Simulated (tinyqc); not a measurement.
How many levels, and whether to terminate: recursion (Haydock) method for the local density of states: impurity site of a cubic lattice.

One orbital a site at energy 0, hopping -t to the 6 nearest neighbours of a cubic lattice; the start u0 is a site in the bulk, with energy V. Recursion: a_n = <u_n|H|u_n>, b_(n+1) u_(n+1) = (H - a_n) u_n - b_n u_(n-1), b > 0. G(z) = 1/(z - a0 - b1^2/(z - a1 - b2^2/(...))), z = E + i eta. After n levels the tail is b_n^2 T with the square-root terminator T = (z - sqrt(z - 2b) sqrt(z + 2b))/(2 b^2), b = 3t so that the band edges lie at -/+ 6t.

Reference: the closed form for a chain (bulk 1/sqrt(z^2 - 4t^2), end site (z - sqrt(z^2 - 4t^2))/(2t^2)), averaged over 400 points (j + 1/2) pi/400 in each remaining direction with z shifted by 2t cos k, then G/(1 - V G).

Inputs chosen for the exercise: t = 1.44 eV (hopping); V = 1.9 eV (shift of the starting site); eta = 0.072 eV (broadening).

Energies as fractions of the half width 6t.

Density (1/eV):
```
fraction  E (eV)  2 levels  4 levels  7 levels  7, no terminator  reference
-1.10     -9.504    0.0004    0.0004    0.0004            0.0004     0.0004
-0.90     -7.776    0.0079    0.0086    0.0082            0.0152     0.0083
-0.60     -5.184    0.0218    0.0199    0.0202            0.0041     0.0205
-0.35     -3.024    0.0381    0.0402    0.0394            0.0216     0.0380
-0.15     -1.296    0.0574    0.0615    0.0635            0.0040     0.0619
0.00       0.000    0.0765    0.0734    0.0722            0.0198     0.0730
0.15       1.296    0.0975    0.0891    0.0866            0.0129     0.0871
0.35       3.024    0.1157    0.1221    0.1269            0.0291     0.1366
0.60       5.184    0.0935    0.0905    0.0880            0.0077     0.0893
0.90       7.776    0.0324    0.0351    0.0332            0.0232     0.0335
1.10       9.504    0.0010    0.0010    0.0010            0.0010     0.0010
```

Largest errors against the reference: 0.0210 (2 levels), 0.0146 (4), 0.0098 (7) and 0.108 without terminator, which leaves seven broadened spikes in place of a band. With seven levels the error is largest at E = 3.02 eV, at or next to a van Hove point of the lattice, which makes the b_n oscillate and converges last.

tinyqc: `OMP_NUM_THREADS=1 python tinyqc.py 1451342 1451343 out.jsonl`; about 0.2 s, one thread, shared Intel(R) Xeon(R) Processor @ 2.30GHz.
